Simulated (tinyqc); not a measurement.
# Fully depleted semiconductor-on-insulator film with two gates, non-linear Poisson equation by Newton steps: what changes with what

One dimension across the film, front interface at x = 0, back interface at x = ts. psi is counted from the intrinsic level, n = ni exp(psi/Vt) (source grounded), holes neglected, acceptors ionised. Gates act through Cox = eps0 eox/tox and Cbox = 3.9 eps0/tb with potentials G1 = Vg - (phiM - chi - Vt ln(Nc/ni)) and G2 = Vb - (phiB - chi - Vt ln(Nc/ni)). Classical Boltzmann densities, no interface charge, no depletion in the back plane.

Values chosen for this exercise; band and dielectric values close to those of In0.53Ga0.47As:
```
symbol,value,unit,meaning
T,300,K,temperature
Eg,0.733,eV,band gap
eps_r,14.2,,relative permittivity
Nc,2.09e17,cm^-3,conduction-band density of states at T
Nv,7.83e18,cm^-3,valence-band density of states at T
chi,4.47,eV,electron affinity
eox,3.9,,relative permittivity of the gate insulator (close to silicon dioxide)
tox,1.9,nm,insulator thickness
ts,5.3,nm,film thickness
tb,20,nm,buried-oxide thickness (eps_r 3.9)
Na,1.4e16,cm^-3,acceptor density of the film
phiM,4.94,eV,work function of the front gate
phiB,4.97,eV,work function of the back plane
Vb,0,V,back-gate voltage
```

Constants: q = 1.602176634e-19 C, kB = 1.380649e-23 J/K, Vt = kB T/q, eps0 = 8.8541878128e-14 F/cm where lengths are in cm. Results are converted to the units shown.

Each table varies one quantity; the others keep the values above.

## Charge against front-gate voltage

ni = sqrt(Nc Nv) exp(-Eg/(2 Vt)), Eg in volts. The Poisson equation eps0 eps_r d2psi/dx2 = q (n + Na), with -eps0 eps_r dpsi/dx = Cox (G1 - psi) at x = 0 and eps0 eps_r dpsi/dx = Cbox (G2 - psi) at x = ts, is solved on 300 equal intervals with half boxes at both ends; N_inv is the trapezoid sum of n. Swing = ln 10/(d ln N_inv/dVg); the last column is (dN_inv/dVb)/(dN_inv/dVg).

Charge against front-gate voltage:

| Vg (V) | psi front (V) | psi back (V) | N_inv (cm^-2) | centroid/ts | swing (mV/decade) | q dN_inv/dVg over Cox | back/front leverage |
|---|---|---|---|---|---|---|---|
| 0.14 | -0.0247 | -0.0355 | 1.48e5 | 0.465 | 66.9 | 4.49e-7 | 0.124 |
| 0.29 | 0.113 | 0.0929 | 2.60e7 | 0.436 | 66.8 | 7.90e-5 | 0.122 |
| 0.44 | 0.250 | 0.221 | 4.53e9 | 0.407 | 67.7 | 0.0136 | 0.119 |
| 0.59 | 0.365 | 0.321 | 2.94e11 | 0.363 | 134 | 0.444 | 0.115 |
| 0.74 | 0.418 | 0.351 | 1.37e12 | 0.297 | 370 | 0.752 | 0.108 |
| 0.89 | 0.446 | 0.360 | 2.74e12 | 0.247 | 658 | 0.846 | 0.103 |
| 1.04 | 0.465 | 0.365 | 4.22e12 | 0.211 | 964 | 0.890 | 0.100 |
| 1.19 | 0.479 | 0.367 | 5.76e12 | 0.185 | 1.28e3 | 0.915 | 0.0986 |
| 1.34 | 0.491 | 0.369 | 7.33e12 | 0.165 | 1.60e3 | 0.931 | 0.0974 |

N_inv passes 1e11 cm^-2 at Vg = 0.539 V. The swing starts at 66.9 mV a decade, against (1 + k) Vt ln 10 = 64.8 for a front channel with k = Cs Cbox/(Cox (Cs + Cbox)) = 0.0886, Cs = eps0 eps_r/ts; above threshold this column is no longer a subthreshold swing. The centroid falls from 0.465 to 0.165 of ts and the leverage of the back gate falls from 0.124 to 0.0974. For Vg = 0.59, 0.74, 0.89, 1.04, 1.19, 1.34 the density at an interface exceeds 0.3 Nc, where Boltzmann statistics fail. In every row the classical centroid lies within 3 nm of an interface, where confinement, left out, would push it away.

## Threshold and coupling against the buried-oxide thickness

VT is the Vg for N_inv = 1e11 cm^-2; -dVT/dVb from the linearised equation. Limits with Cs = eps0 eps_r/ts: front channel Cs Cbox/(Cox (Cs + Cbox)), back channel Cbox (Cox + Cs)/(Cox Cs). Swing at N_inv = 1e8 cm^-2.

Results:

| tb (nm) | VT (V) | centroid/ts at VT | -dVT/dVb | front-channel limit | back-channel limit | swing (mV/decade) |
|---|---|---|---|---|---|---|
| 6 | 0.650 | 0.226 | 0.313 | 0.255 | 0.559 | 79.4 |
| 9.9 | 0.592 | 0.299 | 0.213 | 0.167 | 0.339 | 72.9 |
| 16 | 0.553 | 0.359 | 0.143 | 0.109 | 0.210 | 68.4 |
| 27 | 0.524 | 0.408 | 0.0891 | 0.0668 | 0.124 | 65.0 |
| 45 | 0.507 | 0.439 | 0.0551 | 0.0409 | 0.0746 | 62.9 |
| 120 | 0.490 | 0.470 | 0.0213 | 0.0156 | 0.0280 | 60.8 |
| 200 | 0.486 | 0.477 | 0.0128 | 0.00943 | 0.0168 | 60.3 |

Estimate the missing row, tb = 73 nm.

Computed row:

| tb (nm) | VT (V) | centroid/ts at VT | -dVT/dVb | front-channel limit | back-channel limit | swing (mV/decade) |
|---|---|---|---|---|---|---|
| 73 | 0.496 | 0.458 | 0.0346 | 0.0255 | 0.0460 | 61.6 |

With this row back in the table: As tb goes from 6 to 200, VT falls from 0.650 to 0.486 V, the centroid rises from 0.226 to 0.477 of ts and -dVT/dVb falls from 0.313 to 0.0128. The coupling covers 19.0 % of the way from the front-channel to the back-channel limit in the first row and 46.5 % in the last.

Range of the model: In so thin a film or at such density quantum confinement moves the charge away from the interfaces and raises the threshold.

Numbers from tinyqc (`OMP_NUM_THREADS=1 python tinyqc.py 2190066 2190067 out.jsonl`; about 0.4 s on one thread of a shared Intel Xeon 2.30GHz).
